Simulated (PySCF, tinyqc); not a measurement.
Ways to converge the cycle: SCF convergence aids in the sto-3g basis, for BeH+, spin multiplicity 1. Computed by the program tinyqc with PySCF. 

Geometry (angstrom):

| atom | x | y | z |
|---|---|---|---|
| Be | 0.0000 | 0.0000 | 0.0000 |
| H | 0.0000 | 0.0000 | 2.1290 |

lowest restricted solution found by these runs and by PySCF = -14.559743 hartree

RHF with one setting changed at a time; a run stops when the energy changes by less than 1e-09 hartree and the error matrix is below 1e-5. The start is random orbitals. Damping d keeps d of the old density; a shift (hartree) raises the virtual levels; DIIS n extrapolates F over n matrices.

Largest element of the error matrix X^T (FDS - SDF) X:

| iteration | plain | damping 0.3 | damping 0.6 | shift 0.4 | DIIS 3 | DIIS 8 |
|---|---|---|---|---|---|---|
| 1 | 3.2e+00 | 3.2e+00 | 3.2e+00 | 3.2e+00 | 3.2e+00 | 3.2e+00 |
| 2 | 2.9e-01 | 1.1e+00 | 2.0e+00 | 4.7e-01 | 2.9e-01 | 2.9e-01 |
| 3 | 5.4e-02 | 4.1e-01 | 1.2e+00 | 1.1e-01 | 5.6e-02 | 5.6e-02 |
| 4 | 2.2e-02 | 1.6e-01 | 7.8e-01 | 7.7e-02 | 1.9e-02 | 1.9e-02 |
| 5 | 9.2e-03 | 6.7e-02 | 5.0e-01 | 6.0e-02 | 4.6e-03 | 5.6e-03 |
| 6 | 3.7e-03 | 2.9e-02 | 3.2e-01 | 4.5e-02 | 5.9e-04 | 1.1e-03 |
| 8 | 5.8e-04 | 6.6e-03 | 1.4e-01 | 2.3e-02 | 5.8e-05 | 1.3e-05 |
| 10 | 9.1e-05 | 2.1e-03 | 6.1e-02 | 1.1e-02 | 2.8e-07 | 7.7e-08 |
| 14 | 2.9e-06 | 2.4e-04 | 1.3e-02 | 2.2e-03 | - | - |
| 20 | - | 8.7e-06 | 1.5e-03 | 2.4e-04 | - | - |
| 30 | - | - | 8.4e-05 | 7.7e-06 | - | - |
| 45 | - | - | 1.3e-06 | - | - | - |

How each run ends:

| run | iterations | E (hartree) | state |
|---|---|---|---|
| plain | 14 | -14.55974 | lowest found |
| damping 0.3 | 22 | -14.55974 | lowest found |
| damping 0.6 | 45 | -14.55974 | lowest found |
| shift 0.4 | 30 | -14.55974 | lowest found |
| DIIS 3 | 10 | -14.55974 | lowest found |
| DIIS 8 | 10 | -14.55974 | lowest found |

6 of 6 runs reach the lowest restricted solution found, in 10 to 45 iterations (fastest: DIIS 3, DIIS 8). Plain steps already contract here, so damping only slows them. DIIS 3 and DIIS 8 gain by cancelling the error over several earlier matrices, much as a quasi-Newton step does. The restricted reference is unstable here: a spin-polarised solution lies 0.0344 hartree lower (PySCF), so results built on it describe a poor reference.
